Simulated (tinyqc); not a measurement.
sp3s* tight binding: one step. Levels at this k. Two cases, with inputs chosen for the exercise.

Problem. Diagonalise H, which belongs to k = (0.54, 0, 0) (2 pi/a). Four bands are filled (two electrons each); give the make-up of band 5, the lowest empty one.

Give: levels; weights of band 5; weight of band 5 on atom a.

Case 1.

H(k) (eV), rows sa, xa, ya, za, s*a, sc, xc, yc, zc, s*c and columns alike:
```
[[-4.223000, 0, 0, 0, 0, -5.527245, 4.314639i, 0, 0, 0],
 [0, 1.719000, 0, 0, 0, -4.314639i, 1.126875, 0, 0, -4.045349i],
 [0, 0, 1.719000, 0, 0, 0, 0, 1.126875, 3.452761i, 0],
 [0, 0, 0, 1.719000, 0, 0, 0, 3.452761i, 1.126875, 0],
 [0, 0, 0, 0, 6.714000, 0, 4.045349i, 0, 0, 0],
 [-5.527245, 4.314639i, 0, 0, 0, -4.223000, 0, 0, 0, 0],
 [-4.314639i, 1.126875, 0, 0, -4.045349i, 0, 1.719000, 0, 0, 0],
 [0, 0, 1.126875, -3.452761i, 0, 0, 0, 1.719000, 0, 0],
 [0, 0, -3.452761i, 1.126875, 0, 0, 0, 0, 1.719000, 0],
 [0, 4.045349i, 0, 0, 0, 0, 0, 0, 0, 6.714000]]
```

Solution.

levels (eV): [-11.1711, -4.2512, -1.9130, -1.9130, 1.4207, 3.5753, 5.3510, 5.3510, 9.2863, 9.5600]

weights of band 5: s 0.086, p 0.577, s* 0.337

weight of band 5 on atom a = 0.500

The vertical gap at this k is 3.3337 eV; band 5 is mostly p-like.

Case 2.

H(k) (eV), rows sa, xa, ya, za, s*a, sc, xc, yc, zc, s*c and columns alike:
```
[[-8.391000, 0, 0, 0, 0, -8.218123, 7.036042i, 0, 0, 0],
 [0, 2.153000, 0, 0, 0, -6.809508i, 2.001130, 0, 0, -3.287737i],
 [0, 0, 2.153000, 0, 0, 0, 0, 2.001130, 4.469162i, 0],
 [0, 0, 0, 2.153000, 0, 0, 0, 4.469162i, 2.001130, 0],
 [0, 0, 0, 0, 9.522000, 0, 6.523716i, 0, 0, 0],
 [-8.218123, 6.809508i, 0, 0, 0, -4.876000, 0, 0, 0, 0],
 [-7.036042i, 2.001130, 0, 0, -6.523716i, 0, 4.349000, 0, 0, 0],
 [0, 0, 2.001130, -4.469162i, 0, 0, 0, 4.349000, 0, 0],
 [0, 0, -4.469162i, 2.001130, 0, 0, 0, 0, 4.349000, 0],
 [0, 3.287737i, 0, 0, 0, 0, 0, 0, 0, 9.250000]]
```

Solution.

levels (eV): [-17.2732, -6.3124, -1.7673, -1.7673, 3.2317, 6.2312, 8.2693, 8.2693, 11.2387, 14.8911]

weights of band 5: s 0.113, p 0.492, s* 0.395

weight of band 5 on atom a = 0.629

The vertical gap at this k is 4.9990 eV; band 5 is mostly p-like.

Computed by tinyqc, one run a case: `OMP_NUM_THREADS=1 python tinyqc.py N N+1 out.jsonl` with N = 1450929, 1451421; one thread of a shared Intel(R) Xeon(R) Processor @ 2.30GHz, about 0.2 s a run at most.
